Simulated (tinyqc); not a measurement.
Barrier and mass from two temperatures.

Problem. The saturation current of a Schottky diode is J0 = A* T^2 exp(-q phi/(kB T)) with a fixed barrier and A* = 4 pi q me m0 kB^2/h^3 (times 1e-4 for A/(cm^2 K^2)). Find phi, A* and me.

Constants: q = 1.602176634e-19 C, kB = 1.380649e-23 J/K, h = 6.62607015e-34 J s, m0 = 9.1093837015e-31 kg. Results are converted to the units shown.

J0 at 280 and 400 K (A/cm^2): 5.7920347e-5  0.18134052

Answer. The slope of ln(J0/T^2) against q/(kB T) is -phi and the intercept is ln A*.

phi = 0.5900 eV
A* = 30.76 A/(cm^2 K^2)
me = 0.2560 m0

Computed by the program tinyqc: `OMP_NUM_THREADS=1 python tinyqc.py 2640121 2640122 out.jsonl`, one thread of a shared Intel Xeon 2.30GHz, about 0.01 s for the whole run.
